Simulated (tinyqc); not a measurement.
What each parameter does: donor level screened by free carriers (Yukawa potential).

Screening wave number: Debye ks^2 = 4 pi q n/(eps kB T); Thomas-Fermi ks^2 = 6 pi q n/(eps EF) with EF = c (3 pi^2 n/gv)^(2/3)/m, c = hbar^2/2m0; the two are joined by 1/ks^2 = sqrt(1/ks_D^4 + 1/ks_TF^4). 1e18/cm^3 = 1e-6/angstrom^3, q = e^2/(4 pi eps0).

Potential -(q/(eps r)) exp(-ks r), q = e^2/(4 pi eps0). In units Ry* = Ry m/eps^2 and a* = a0 eps/m the problem is [-Laplacian - 2 exp(-x r)/r] psi = E psi with x = ks a*.

Converged values use 18 functions exp(-z r), z = 1.55^i, i = -11 to 6: S = 2/A^3, H = z_i z_j S - 2/(A + x)^2, A = z_i + z_j.

Constants: e^2/(4 pi eps0) = 14.39964547 eV angstrom; kB = 8.617333262e-05 eV/K; hbar^2/2m0 = 3.80998211 eV angstrom^2; Ry = 13.60569312 eV; a0 (Bohr radius) = 0.5291772105 angstrom.

Inputs chosen for the exercise (near those of a donor in InP, with one mean mass; not measured data): m = 0.079 m0 (mass); eps = 12.9 (dielectric constant); gv = 1 (valleys); T = 200 K (temperature); n = 0.076 x 1e18/cm^3 (free-carrier density).

Ry* = Ry m/eps^2, a* = a0 eps/m, x = ks a* with the joined ks; converged binding.

One parameter was then changed.

Results before and after:
```
case     1/ks (angstrom)      x  binding in Ry*  binding (meV)
base               130.3  0.663           0.167           1.08
changed            147.1  0.587           0.222           1.43
```

Which of these changes was made? (a) m = 0.088 m0; (b) n = 0.038 x 1e18/cm^3; (c) eps = 11.9; (d) gv = 2; (e) T = 260 K.

Answer: (e) T = 260 K. Of the candidates, run in turn, only this one gives the changed row.

All candidates:
```
case                   1/ks (angstrom)      x  binding in Ry*  binding (meV)
base                             130.3  0.663           0.167           1.08
n = 0.038 x 1e18/cm^3            181.6  0.476           0.319           2.06
T = 260 K                        147.1  0.587           0.222           1.43
m = 0.088 m0                     129.7  0.598           0.214           1.54
eps = 11.9                       125.1  0.637           0.185           1.41
gv = 2                           128.4  0.673           0.161           1.04
```

Computed by tinyqc, a small Python program: `OMP_NUM_THREADS=1 python tinyqc.py 1252105 1252106 out.jsonl` (the numbers bound the seed that draws the inputs); one thread of a shared host (Intel(R) Xeon(R) Processor @ 2.30GHz), about 0.01 s for the whole set of steps.
